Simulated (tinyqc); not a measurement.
A and C from the efficiency peak.

Inverse problem. ABC model of an LED: J = q da (A n + Ba n^2 + Ca n^3), IQE = Ba n^2/(A n + Ba n^2 + Ca n^3), differential lifetime 1/(A + 2 Ba n + 3 Ca n^2). The peak lies at n = sqrt(A/Ca). Given Ba, find n at the peak, A and Ca.

Parameters, values chosen for the exercise: radiative coefficient of the active layer Ba = 4.3e-10 cm^3/s; thickness of the active layer da = 26 nm.

Constants: q = 1.602176634e-19 C. Results are converted to the units shown.

peak IQE = 99.188250 %
J at the peak = 1078.5193 A/cm^2

Answer. IQE J = q da Ba n^2 gives n. At the peak A n = Ca n^3, each being half of the non-radiative rate Ba n^2 (1/IQE - 1).

n at the peak = 2.44e18 cm^-3
A = 4.30e6 1/s
Ca = 7.20e-31 cm^6/s

Computed by the program tinyqc: `OMP_NUM_THREADS=1 python tinyqc.py 2300003 2300004 out.jsonl`, one thread of a shared Intel Xeon 2.30GHz, about 0.01 s for the whole run.
